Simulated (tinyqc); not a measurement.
What moves the results: localisation in a chain with random site energies (transfer matrices). A value that a table varies takes the place of the one given here.

Hopping -t; leads with site energy 0, E = -2t cos(ka). psi_(j+1) = ((e_j - E)/t) psi_j - psi_(j-1), a product of matrices M_j = [[(e_j - E)/t, -1], [1, 0]]. For M = M_N ... M_1 the transmission is T = 4 sin^2(ka)/|M21 - M12 + M22 exp(ika) - M11 exp(-ika)|^2. Long samples draw e_j = W (x_j/2147483647 - 1/2) from x_j = 16807 x_(j-1) mod 2147483647, starting at x0. The localisation length xi, in sites, is defined by ln T = -2N/xi on average; weak disorder gives xi = 24 (4t^2 - E^2)/W^2, and the mean free path for backscattering is xi/2.

Numerical xi = N/ln sqrt(psi_(N+1)^2 + psi_N^2) for N = 20000 sites from psi_1 = 1, psi_0 = 0; its statistical error is about xi sqrt(xi/N).

Inputs chosen for the exercise: t = 0.95 eV (hopping); E = -0.62 eV (energy); x0 = 7028 (start of the number sequence); W = 0.75 eV (full width of the disorder).

## Localisation length against disorder

The same number sequence scaled by W.

xi (sites):

| W/t | W (eV) | numerical | error | weak disorder | strong: 1/(ln(W/2t) - 1) |
|---|---|---|---|---|---|
| 1.0 | 0.950 | 83.780 | 5.422 | 85.778 | - |
| 1.5 | 1.425 | 36.411 | 1.554 | 38.123 | - |
| 2.0 | 1.900 | 20.564 | 0.659 | 21.444 | - |
| 3.0 | 2.850 | 9.913 | 0.221 | 9.531 | - |
| 4.0 | 3.800 | 5.640 | 0.095 | 5.361 | - |
| 6.0 | 5.700 | 2.806 | 0.033 | 2.383 | - |
| 10.0 | 9.500 | 1.407 | 0.012 | 0.858 | 1.641 |
| 16.0 | 15.200 | 0.894 | 0.006 | 0.335 | 0.926 |

What can be read from the table?

At W = t the numerical value is 83.8 +/- 5.4 against 85.8, and at 2t 20.56 +/- 0.66 against 21.44. The weak-disorder formula is within 15 % for W/t = 1, 1.5, 2, 3 and 4; at W = 16t it gives 0.34 and the strong-disorder form 0.93, against 0.89. All states of the chain are localised; disorder only sets the length.

## From ballistic to localised

200 samples of each length, cut one after another from the start of the sequence. Typical T = exp(mean ln T). Ohmic: 1/(1 + 2N/xi); localised: exp(-2N/xi), both with the weak-disorder xi.

Transmission:

| N | mean T | typical T | spread of ln T | ohmic | localised |
|---|---|---|---|---|---|
| 2 | 0.969 | 0.968 | 0.032 | 0.972 | 0.971 |
| 5 | 0.931 | 0.929 | 0.063 | 0.932 | 0.930 |
| 10 | 0.867 | 0.859 | 0.140 | 0.873 | 0.865 |
| 20 | 0.757 | 0.731 | 0.284 | 0.775 | 0.748 |
| 40 | 0.604 | 0.540 | 0.533 | 0.632 | 0.559 |
| 80 | 0.415 | 0.309 | 0.878 | 0.462 | 0.313 |

How do the results move?

With xi = 137.6 sites, mean and typical T are 0.931 and 0.929 at N = 5, and 0.415 and 0.309 at N = 80, where ln T scatters by 0.9. The slope of ln(typical T) between 40 and 80 sites gives xi = 142.8, uncertain by about 13 % from the scatter of 200 samples. At N = 80 the ohmic law gives 1.5 times the typical value: N is still below xi on all rows.

## What each parameter does

Numerical and weak-disorder xi. Each row changes one parameter from the base and keeps the others.

Results:

| case | numerical xi (sites) | weak-disorder xi (sites) |
|---|---|---|
| base | 142.95 | 137.63 |
| t = 1.092 eV | 154.32 | 187.11 |
| E = -0.43 eV | 156.42 | 146.14 |
| W = 0.9 eV | 95.43 | 95.57 |
| x0 = 7029 | 131.70 | 137.63 |

How do the results move?

The largest shifts from the base row, up to three for each result and ties (the steps differ in size, so this ranks the rows, not the parameters). numerical xi (sites): W -47.52, E +13.47, t +11.36. weak-disorder xi (sites): t +49.49, W -42.05, E +8.51; unchanged at the printed digits by x0. A new x0 is another sample of the same disorder; its shift is one draw of the statistical scatter, about xi sqrt(xi/N); the other rows share one sample, so their errors are correlated.

(tinyqc, `OMP_NUM_THREADS=1 python tinyqc.py 1480752 1480753 out.jsonl`, Intel(R) Xeon(R) Processor @ 2.30GHz, 1 thread, shared host, about 0.04 s.)
